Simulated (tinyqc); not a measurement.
Single-oscillator infrared dielectric function of a polar cubic crystal: one step, computed by the program tinyqc. Command: `OMP_NUM_THREADS=1 python tinyqc.py 3023653 3023654 out.jsonl infrared walk`. One thread of a shared host (Intel(R) Xeon(R) Processor @ 2.30GHz), about 0.01 s of CPU time with the checks.

One ion pair, charges +Z* and -Z*, in a cell of volume Omega = a^3/4. Frequencies omega are given as wavenumbers (1/cm); eps_s is the static dielectric constant.

Problem. Optical constants at the probe frequency. eps(omega) = eps_inf + W^2/(omega_TO^2 - omega^2 - i gamma omega); n + i k = sqrt(eps) with k >= 0; R = |(n + i k - 1)/(n + i k + 1)|^2 at normal incidence from vacuum. omega is the probe ratio times omega_TO. Intensity decays over 1/(4 pi omega k); the loss function is Im(-1/eps).

Inputs (values chosen for the exercise, modelled on potassium chloride):

| quantity | value | unit |
|---|---|---|
| omega_TO | 142 | 1/cm |
| eps_inf | 2.14 | - |
| phonon damping gamma | 5.8 | 1/cm |
| probe frequency / omega_TO | 0.736 | - |

Structure: rock salt. Free carriers: absent.

W = 226.8741 1/cm

Give: omega; Re eps; Im eps; n; k; reflectivity R; penetration depth of the intensity; loss function.

Solution.

omega = 104.512 1/cm

Re eps = 7.686

Im eps = 0.3638

n = 2.773

k = 0.06559

reflectivity R = 0.2211

penetration depth of the intensity = 116.1 micrometre

loss function = 0.006144

Re eps is positive and k is small against n: the wave propagates.
